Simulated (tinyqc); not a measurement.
Worked calculation: CCSD on RHF in the 6-311g basis, for H2, spin multiplicity 1. One step of it, computed by the program tinyqc.

Question. Orthogonalisation. S = U s U^T; symmetric (Loewdin) form X = U s^(-1/2) U^T, so that X^T S X = 1.

overlap S, lower triangle:
```
          1H 1s     1H 2s     1H 3s     2H 1s     2H 2s     2H 3s
1H 1s  1.000000
1H 2s  0.706377  1.000000
1H 3s  0.373664  0.788963  1.000000
2H 1s  0.260454  0.419349  0.308676  1.000000
2H 2s  0.419349  0.720266  0.674112  0.706377  1.000000
2H 3s  0.308676  0.674112  0.901708  0.373664  0.788963  1.000000
```

Give: eigenvalues of S; X.

Answer.

eigenvalues of S: 0.032  0.140  0.193  0.847  0.892  3.895

X, lower triangle:
```
        1H 1s   1H 2s   1H 3s   2H 1s   2H 2s  2H 3s
1H 1s   1.376
1H 2s  -0.750   2.395
1H 3s   0.217  -1.156   2.805
2H 1s  -0.016  -0.002  -0.036   1.376
2H 2s  -0.002  -0.650   0.402  -0.750   2.395
2H 3s  -0.036   0.402  -1.644   0.217  -1.156  2.805
```
